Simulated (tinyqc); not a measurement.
# Schottky barrier on an n-type semiconductor, non-linear Poisson equation by Newton steps: effects of single changes

One dimension, metal at x = 0, donor density C(x) = Nd, uniform. Energies are counted from the electron Fermi level of the semiconductor and the conduction-band edge is Ec = -psi, so n = Nc exp(psi/Vt); holes follow the Fermi level of the metal, at -V, so p = Nv exp((V - psi - Eg)/Vt). Ends: psi(0) = V - phiB and psi = Vt ln(Nd/Nc) deep inside. Boltzmann statistics, full ionisation, no current, no image force in the Poisson equation.

Values chosen for this exercise; band and dielectric values those of a made-up semiconductor:
```
symbol,value,unit,meaning
T,325,K,temperature
Eg,2.18,eV,band gap
eps_r,12.4,,relative permittivity
Nc,2.24e19,cm^-3,conduction-band density of states at T
Nv,1.73e19,cm^-3,valence-band density of states at T
Nd,4.2e15,cm^-3,donor density deep in the semiconductor
phiB,1.47,eV,barrier height
V,0,V,bias of the metal against the semiconductor
```

Constants: q = 1.602176634e-19 C, kB = 1.380649e-23 J/K, Vt = kB T/q, eps0 = 8.8541878128e-14 F/cm where lengths are in cm. Results are converted to the units shown.

Each table varies one quantity; the others keep the values above.

## Capacitance-voltage profiling

The Poisson equation d/dx(eps0 eps_r dpsi/dx) = -q (p - n + C) is solved on a mesh of about 1000 nodes or more that ends in neutral material. C_s = q d/dV of the integral of n over x, from the linearised equation. Probed depth w = eps0 eps_r/C_s; apparent doping N_app = C_s^3/(q eps0 eps_r dC_s/dV), the derivative by central differences over +/- 0.02 V.

The same in every row: true C(w) (cm^-3) = 4.200e15.

Results:
```
V (V),C_s (nF/cm^2),w (nm),N_app (cm^-3),|E_0| (kV/cm)
0,17.53,626.2,4.199e15,38.38
-1.14,12.56,874.1,4.200e15,53.58
-2.29,10.29,1067,4.200e15,65.42
-3.43,8.931,1229,4.200e15,75.35
-4.57,8.000,1372,4.200e15,84.11
-6.86,6.769,1622,4.200e15,99.41
-8,6.336,1733,4.200e15,106.2
```

Estimate the missing row, V = -5.71 V.

Computed row:
```
V (V),C_s (nF/cm^2),w (nm),N_app (cm^-3),|E_0| (kV/cm)
-5.71,7.311,1502,4.200e15,92.05
```

With this row back in the table: C_s falls from 17.5 to 6.34 nF/cm^2 while the probed depth goes from 626 to 1730 nm. The apparent doping stays near 4.20e15 cm^-3. It departs most from the true doping at that depth for V = 0 V, where it is 0.017 % below it; so the doping is read well over the depths probed, the small gap being the error of the finite difference in V.

## Effect of the relative permittivity

First integral for uniform doping: E_0^2 = (2 q/(eps0 eps_r)) [Nd (U - Vt + Vt exp(-U/Vt)) + Vt p_0], U = Vbi - V, Vbi = phiB - Vt ln(Nc/Nd), p_0 = Nv exp((phiB - Eg)/Vt) (deep holes neglected). Image-force lowering dphi = sqrt(q E_0/(4 pi eps0 eps_r)), at x_m = sqrt(q/(16 pi eps0 eps_r E_0)). W = sqrt(2 eps0 eps_r U/(q Nd)).

The same in every row: Vbi (V) = 1.2297; p_0/Nd = 4.0255e-8.

Effect of the relative permittivity:
```
eps_r,W (nm),E_0 (kV/cm),dphi (mV),exp(dphi/Vt)
6,440.63,55.174,36.389,3.6667
8,508.80,47.782,29.327,2.8495
10,568.85,42.738,24.807,2.4249
12,623.15,39.014,21.637,2.1653
14,673.08,36.120,19.275,1.9902
16,719.55,33.787,17.438,1.8638
18,763.20,31.855,15.963,1.7683
20,804.48,30.220,14.751,1.6933
```

Read the table: what changes, and by how much?

As eps_r goes from 6 to 20, the surface field falls from 55.2 to 30.2 kV/cm, the lowering falls from 36.4 to 14.8 mV and W rises from 441 to 804 nm. Over the table the lowering goes as eps_r^(-0.75); the depletion formulas give -3/4.

Numbers from tinyqc (`OMP_NUM_THREADS=1 python tinyqc.py 2020144 2020145 out.jsonl`; about 0.06 s on one thread of a shared Intel Xeon 2.30GHz).
